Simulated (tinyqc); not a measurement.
Comparisons within one model: defect-molecule model of a vacancy with Jahn-Teller distortion. A value that a table varies takes the place of the one given here.

Four dangling hybrids a, b, c, d point into the vacancy: H_ii = E0, and -gm between any two. A tetragonal distortion Q pairs a with b and c with d: those two couplings become -gm - I Q and the other four -gm + I Q/2, at an elastic cost k Q^2/2. The a1 level holds two electrons; charge states 2+, + and 0 put n = 0, 1, 2 more into the lowest level of t2 origin. Energy from the 2+ state at Q = 0, with the Fermi level mu counted from Ev: W_n(Q) = n (et - 2 I Q) + k Q^2/2 + Uc n (n - 1)/2 - n mu. et = E0 + gm is the undistorted t2 level.

Constants: kB = 8.617333262e-05 eV/K.

Values chosen for the exercise (of the size used for the vacancy in silicon; not measured data):
```
symbol  value  unit           meaning
E0      -0.08  eV             level of a dangling hybrid, from Ev
gm      0.4    eV             coupling between two dangling hybrids
I       1      eV/angstrom    Jahn-Teller coupling
k       17.9   eV/angstrom^2  force constant of the mode
Uc      0.1    eV             repulsion of two electrons in one orbital
T       300    K              temperature
mu1     0.03   eV             first Fermi level
```

## Occupation against the Fermi level

Weights g_n exp(-W_n/kT) with W_n = n et - n^2 E_JT + Uc n (n - 1)/2 - n mu, E_JT = 2 I^2/k, degeneracies 1, 6 (spin and three axes) and 3; mu = mu1 + 0.03 j eV.

Shares:
```
mu (eV),2+,+,0,mean charge
0.03,0.9936,0.0060,0.0004,1.9932
0.06,0.9774,0.0189,0.0036,1.9738
0.09,0.9094,0.0562,0.0344,1.8750
0.12,0.6319,0.1247,0.2433,1.3886
0.15,0.1801,0.1135,0.7064,0.4737
0.18,0.0233,0.0468,0.9299,0.0934
0.21,0.0024,0.0155,0.9821,0.0203
0.24,0.0002,0.0049,0.9948,0.0054
0.27,0.0000,0.0015,0.9984,0.0016
```

U_eff = Uc - 2 E_JT = -0.123 eV and kT = 25.9 meV. The + state reaches at most 12.5 % on these rows, at mu = 0.12 eV. The mean charge goes from 1.99 to 0.00.

## When U turns negative

The force constant is varied. E_JT = 2 I^2/k, E(2+/+) = et - E_JT, E(+/0) = et - 3 E_JT + Uc, U_eff = Uc - 2 E_JT.

Against k:
```
k (eV/angstrom^2),E_JT (eV),(2+/+) (eV),(+/0) (eV),U_eff (eV),Q of the neutral state (angstrom)
8,0.2500,0.0700,-0.3300,-0.4000,0.5000
12,0.1667,0.1533,-0.0800,-0.2333,0.3333
16,0.1250,0.1950,0.0450,-0.1500,0.2500
24,0.0833,0.2367,0.1700,-0.0667,0.1667
32,0.0625,0.2575,0.2325,-0.0250,0.1250
48,0.0417,0.2783,0.2950,0.0167,0.0833
64,0.0312,0.2888,0.3262,0.0375,0.0625
96,0.0208,0.2992,0.3575,0.0583,0.0417
```

k at which U_eff = 0 = 40.00 eV/angstrom^2

Levels below 0 lie in the valence band. U_eff is negative for k below 4 I^2/Uc = 40.0: 5 of the 8 rows. The gain grows as n^2, so the second electron wins 3 E_JT where the first wins E_JT. For a stiff lattice the levels tend to et = 0.320 and et + Uc = 0.420 eV.

## What each parameter does

E_JT = 2 I^2/k, E(2+/+) = et - E_JT, E(+/0) = et - 3 E_JT + Uc, U_eff = E(+/0) - E(2+/+); a1 level E0 - 3 gm. Each row changes one parameter from the base and keeps the others.

Results:
```
case,(2+/+) (eV),(+/0) (eV),U_eff (eV),a1 (eV)
base,0.2083,0.0848,-0.1235,-1.2800
E0 = -0.03 eV,0.2583,0.1348,-0.1235,-1.2300
gm = 0.44 eV,0.2483,0.1248,-0.1235,-1.4000
I = 1.1 eV/angstrom,0.1848,0.0144,-0.1704,-1.2800
k = 19.69 eV/angstrom^2,0.2184,0.1153,-0.1031,-1.2800
Uc = 0.16 eV,0.2083,0.1448,-0.0635,-1.2800
```

The largest shifts from the base row, up to three for each result and ties (the steps differ in size, so this ranks the rows, not the parameters). (2+/+) (eV): E0 +0.0500, gm +0.0400, I -0.0235; unchanged at the printed digits by Uc. (+/0) (eV): I -0.0704, Uc +0.0600, E0 +0.0500. U_eff (eV): Uc +0.0600, I -0.0469, k +0.0203; unchanged at the printed digits by E0 and gm. a1 (eV): gm -0.1200, E0 +0.0500; unchanged at the printed digits by I, k and Uc. E0 and gm move both levels alike, so U_eff depends on I, k and Uc alone.

Computed by tinyqc, a small Python program: `OMP_NUM_THREADS=1 python tinyqc.py 1450568 1450569 out.jsonl` (the numbers bound the seed that draws the inputs); one thread of a shared host (Intel(R) Xeon(R) Processor @ 2.30GHz), about 0.01 s for the whole set of steps.
